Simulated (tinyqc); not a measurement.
Worked calculation: Pariser-Parr-Pople SCF with singles CI, for the molecule C=Cc1ccccc1C=O (SMILES; centres numbered as the heavy atoms are written). One step of it, computed by the program tinyqc.

Task: Iteration 1: Fock matrix. F_rr = H_rr + P_rr gamma_rr / 2 + sum_(s != r) P_ss gamma_rs; F_rs = H_rs - P_rs gamma_rs / 2; E = tr P (H + F) / 2 + core repulsion sum_(r<s) z_r z_s gamma_rs.

P at the start:
```
            1C         2C         3C         4C         5C         6C         7C         8C
1C    0.020420   0.077028   0.105838  -0.102012  -0.070198  -0.000448   0.059745  -0.055374
2C    0.077028   0.311829   0.559841  -0.283324  -0.228099  -0.011343   0.172557  -0.182297
3C    0.105838   0.559841   1.778051   0.230437  -0.083199  -0.050310  -0.009482   0.064944
4C   -0.102012  -0.283324   0.230437   1.297024   0.800004   0.258420  -0.244479   0.007786
5C   -0.070198  -0.228099  -0.083199   0.800004   0.569072   0.311401   0.105568  -0.037427
6C   -0.000448  -0.011343  -0.050310   0.258420   0.311401   0.477751   0.733052  -0.135423
7C    0.059745   0.172557  -0.009482  -0.244479   0.105568   0.733052   1.582067   0.107666
8C   -0.055374  -0.182297   0.064944   0.007786  -0.037427  -0.135423   0.107666   1.926317
9C    0.015766   0.035154  -0.050417   0.014772   0.028794   0.007693  -0.077179   0.166396
10O   0.032709   0.101934   0.024693  -0.034082   0.008456   0.071283   0.043994  -0.205769

            9C        10O
1C    0.015766   0.032709
2C    0.035154   0.101934
3C   -0.050417   0.024693
4C    0.014772  -0.034082
5C    0.028794   0.008456
6C    0.007693   0.071283
7C   -0.077179   0.043994
8C    0.166396  -0.205769
9C    1.337440   0.920520
10O   0.920520   0.700030
```

core matrix H (eV):
```
             1C          2C          3C          4C          5C          6C          7C          8C
1C   -50.170599   -2.150000    0.000000    0.000000    0.000000    0.000000    0.000000    0.000000
2C    -2.150000  -55.350205   -2.150000    0.000000    0.000000    0.000000    0.000000    0.000000
3C     0.000000   -2.150000  -63.175663   -2.150000    0.000000    0.000000    0.000000   -2.150000
4C     0.000000    0.000000   -2.150000  -56.893077   -2.150000    0.000000    0.000000    0.000000
5C     0.000000    0.000000    0.000000   -2.150000  -54.018621   -2.150000    0.000000    0.000000
6C     0.000000    0.000000    0.000000    0.000000   -2.150000  -54.443448   -2.150000    0.000000
7C     0.000000    0.000000    0.000000    0.000000    0.000000   -2.150000  -58.389156   -2.150000
8C     0.000000    0.000000   -2.150000    0.000000    0.000000    0.000000   -2.150000  -64.289789
9C     0.000000    0.000000    0.000000    0.000000    0.000000    0.000000    0.000000   -2.150000
10O    0.000000    0.000000    0.000000    0.000000    0.000000    0.000000    0.000000    0.000000

             9C         10O
1C     0.000000    0.000000
2C     0.000000    0.000000
3C     0.000000    0.000000
4C     0.000000    0.000000
5C     0.000000    0.000000
6C     0.000000    0.000000
7C     0.000000    0.000000
8C    -2.150000    0.000000
9C   -57.827038   -2.260000
10O   -2.260000  -55.781510
```

repulsion gamma_rs (eV):
```
            1C         2C         3C         4C         5C         6C         7C         8C
1C   11.130000   7.553088   5.240415   3.670503   2.868931   2.763523   3.276693   4.668967
2C    7.553088  11.130000   7.555437   5.239999   3.670189   3.276693   3.669911   5.238803
3C    5.240415   7.555437  11.130000   7.553874   5.238369   4.667984   5.238348   7.552651
4C    3.670503   5.239999   7.553874  11.130000   7.553355   5.239967   4.668651   5.239284
5C    2.868931   3.670189   5.238369   7.553355  11.130000   7.555471   5.239284   4.668104
6C    2.763523   3.276693   4.667984   5.239967   7.555471  11.130000   7.553088   5.238785
7C    3.276693   3.669911   5.238348   4.668651   5.239284   7.553088  11.130000   7.553355
8C    4.668967   5.238803   7.552651   5.239284   4.668104   5.238785   7.553355  11.130000
9C    5.239967   4.668651   5.240459   3.671004   3.277058   3.670503   5.239999   7.556677
10O   3.728511   3.317434   3.728124   2.896439   2.787860   3.317433   4.789827   5.413163

            9C        10O
1C    5.239967   3.728511
2C    4.668651   3.317434
3C    5.240459   3.728124
4C    3.671004   2.896439
5C    3.277058   2.787860
6C    3.670503   3.317433
7C    5.239999   4.789827
8C    7.556677   5.413163
9C   11.130000   8.102718
10O   8.102718  15.200000
```

Centres (angstrom, eV; a flat drawing with bonds scaled to 1.40 angstrom):
```
centre          x          y  core charge z          W   gamma_rr
1C      -2.242000  -1.511000              1  11.160000  11.130000
2C      -0.894000  -1.890000              1  11.160000  11.130000
3C       0.107000  -0.912000              1  11.160000  11.130000
4C       1.455000  -1.290000              1  11.160000  11.130000
5C       2.457000  -0.312000              1  11.160000  11.130000
6C       2.111000   1.044000              1  11.160000  11.130000
7C       0.763000   1.423000              1  11.160000  11.130000
8C      -0.239000   0.445000              1  11.160000  11.130000
9C      -1.586000   0.823000              1  11.160000  11.130000
10O     -1.933000   2.180000              1  17.700000  15.200000
```

Give: F; pi energy.

Result:

F (eV):
```
          1C       2C       3C       4C       5C       6C       7C       8C
1C   -6.8743  -2.4409  -0.2773   0.1872   0.1007   0.0006  -0.0979   0.1293
2C   -2.4409  -5.1123  -4.2649   0.7423   0.4186   0.0186  -0.3166   0.4775
3C   -0.2773  -4.2649  -3.3543  -3.0203   0.2179   0.1174   0.0248  -2.3952
4C    0.1872   0.7423  -3.0203  -3.3172  -5.1714  -0.6771   0.5707  -0.0204
5C    0.1007   0.4186   0.2179  -5.1714  -3.3125  -3.3264  -0.2765   0.0874
6C    0.0006   0.0186   0.1174  -0.6771  -3.3264  -2.0383  -4.9184   0.3547
7C   -0.0979  -0.3166   0.0248   0.5707  -0.2765  -4.9184  -1.5029  -2.5566
8C    0.1293   0.4775  -2.3952  -0.0204   0.0874   0.3547  -2.5566  -0.6112
9C   -0.0413  -0.0821   0.1321  -0.0271  -0.0472  -0.0141   0.2022  -2.7787
10O  -0.0610  -0.1691  -0.0460   0.0494  -0.0118  -0.1182  -0.1054   0.5569

          9C      10O
1C   -0.0413  -0.0610
2C   -0.0821  -0.1691
3C    0.1321  -0.0460
4C   -0.0271   0.0494
5C   -0.0472  -0.0118
6C   -0.0141  -0.1182
7C    0.2022  -0.1054
8C   -2.7787   0.5569
9C   -2.6050  -5.9894
10O  -5.9894  -6.9515
```

pi energy = -112.3740 eV
